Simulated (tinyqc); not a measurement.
Off-state leakage of single and stacked transistors: two steps of the calculation.

n-channel devices of unit width. Subthreshold current I(Vg, Vs, Vd) = I0 (T/300 K)^0.5 exp[(Vg - Vs - VT(T) - gb (Vs - Vb) + dd (Vd - Vs))/(nf Vt)] (1 - exp(-(Vd - Vs)/Vt)), VT(T) = VT - cT (T - 300 K). Gate-edge tunnelling Ig (Vd/1 V) exp(ag (Vd - 1 V)), for a gate at 0 V, and band-to-band leakage Ab u exp(-Bb/u), u = Vd - Vb + 1 V, flow at a drain held at V; both are taken as independent of T. In a stack of off transistors (all gates at 0 V) the same subthreshold current passes through each.

Parameters, values chosen for the exercise; values of the order met in bulk silicon logic transistors:
- T = 300 K (temperature)
- V = 0.9 V (supply voltage)
- VT = 0.42 V (threshold at 300 K, zero drain and body bias)
- cT = 0.9 mV/K (fall of the threshold with temperature)
- I0 = 0.26 uA/um (current at threshold at 300 K)
- nf = 1.33 (slope factor)
- dd = 0.07 (drain-induced lowering per volt)
- gb = 0.25 (rise of the threshold per volt of source-body bias)
- Ig = 2e-6 uA/um (gate-edge tunnelling current at 1 V)
- ag = 4.8 1/V (exponential slope of the gate current)
- Ab = 200 uA/(um V) (prefactor of band-to-band leakage at the drain)
- Bb = 27 V (its exponential voltage)
- Vb = 0 V (body voltage)

Constants: q = 1.602176634e-19 C, kB = 1.380649e-23 J/K, Vt = kB T/q. Results are converted to the units shown.

Task 1. Leakage of one transistor. Vg = Vs = 0, Vd = V; effective threshold VT(T) - gb Vb - dd V.

Give: effective threshold; parts; total; shares.

Result 1.

effective threshold = 0.3570 V
parts (nA/um): subthreshold 0.008048, gate edge 0.001114, band-to-band 0.2560
total = 0.2652 nA/um
shares (%): subthreshold 3.035, gate edge 0.4201, band-to-band 96.54

The band-to-band part is the largest.

Task 2. New Vx. Stack of two, Vx the node between them: I_low = I(0, 0, Vx), I_up = I(0, Vx, V), f = ln(I_up/I_low), f' = -(1 + gb + 2 dd)/(nf Vt) - 1/(Vt (exp(Vx/Vt) - 1)) - 1/(Vt (exp((V - Vx)/Vt) - 1)), Vx(new) = Vx - f/f'.

Vx at the start = 0.045 V

Wanted: I_low; I_up; f; f'; Vx after iteration 1.

Result 2.

I_low = 0.001164 nA/um
I_up = 0.001430 nA/um
f = 0.2059
f' = -48.65 1/V
Vx after iteration 1 = 0.04923 V

tinyqc, about 0.03 s, one thread, Intel Xeon 2.30GHz (shared host): `OMP_NUM_THREADS=1 python tinyqc.py 2242193 2242194 out.jsonl`
